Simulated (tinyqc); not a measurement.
## Free and trapped electrons in a MOS channel with a dense trap tail: effect of the decay energy of the tail

p-type body, charge-sheet picture, full ionisation (an idealisation for deep acceptors), Boltzmann statistics for free electrons. e = Ec - EF at the surface. Acceptor-like traps of density D(E) = D0 + De exp(-E/Ew) at depth E below Ec, from 0 to Eu, hold n_t = integral of D(E)/(1 + exp((e - E)/Vt)). psi = Eg - Vt ln(Nv/Na) - e; N_dep = sqrt(2 eps0 eps_r Na (psi - Vt)/q); n_f = sqrt(N_dep^2 + 2 eps0 eps_r Vt Nc exp(-e/Vt)/q) - N_dep; Vg = Vfb + psi + q (N_dep + n_t + n_f)/Cox, Cox = eps0 eox/tox.

VT is the Vg for n_f = 1e11 cm^-2; swing ln 10 n_f/(dn_f/dVg) at n_f = 1e8 cm^-2; the last three columns are for Vg = VT + 4.6 V, with free share n_f/(n_f + n_t) and field-effect mobility mf q (dn_f/dVg)/Cox; there EF is near the band edge, where Boltzmann statistics are rough.

Parameters, values chosen for the exercise; band and dielectric values close to those of 4H silicon carbide:
- T = 300 K (temperature)
- Eg = 3.23 eV (band gap)
- eps_r = 9.8 (relative permittivity)
- Nc = 1.69e19 cm^-3 (conduction-band density of states at T)
- Nv = 2.55e19 cm^-3 (valence-band density of states at T)
- eox = 3.9 (relative permittivity of the insulator)
- tox = 58 nm (insulator thickness)
- Na = 1.1e17 cm^-3 (acceptor density)
- Vfb = -2.42 V (flat-band voltage without trapped charge)
- D0 = 1.4e11 cm^-2 eV^-1 (constant background density of acceptor-like traps)
- De = 3.2e12 cm^-2 eV^-1 (density of the tail at the conduction edge)
- Eu = 0.91 eV (depth below Ec down to which the traps reach)
- mf = 60 cm^2/(V s) (mobility of free electrons)

Constants: q = 1.602176634e-19 C, kB = 1.380649e-23 J/K, Vt = kB T/q, eps0 = 8.8541878128e-14 F/cm where lengths are in cm. Results are converted to the units shown.

Effect of the decay energy of the tail:
```
Ew (eV),e at VT (eV),VT (V),q n_t/Cox at VT (V),swing (mV/decade),n_f (cm^-2),free share (%),field-effect mobility (cm^2/(V s))
0.03,0.06466,6.340,0.3795,135.9,1.689e12,89.19,58.55
0.05,0.06466,6.433,0.4731,141.5,1.665e12,86.31,58.36
0.07,0.06466,6.553,0.5925,155.0,1.649e12,83.52,58.24
0.09,0.06466,6.688,0.7274,174.3,1.637e12,80.86,58.15
0.11,0.06466,6.832,0.8717,196.3,1.628e12,78.35,58.09
0.13,0.06466,6.982,1.022,219.0,1.621e12,75.98,58.04
0.15,0.06466,7.136,1.175,241.1,1.616e12,73.76,58.01
0.17,0.06466,7.290,1.330,262.1,1.612e12,71.68,57.98
```

As Ew goes from 0.03 to 0.17, VT rises from 6.34 to 7.29 V, its part due to traps rises from 0.380 to 1.33 V, the swing rises from 136 to 262 mV/decade and the field-effect mobility falls from 58.5 to 58.0 cm^2/(V s).

Numbers from tinyqc (`OMP_NUM_THREADS=1 python tinyqc.py 2222103 2222104 out.jsonl`; about 0.02 s on one thread of a shared Intel Xeon 2.30GHz).
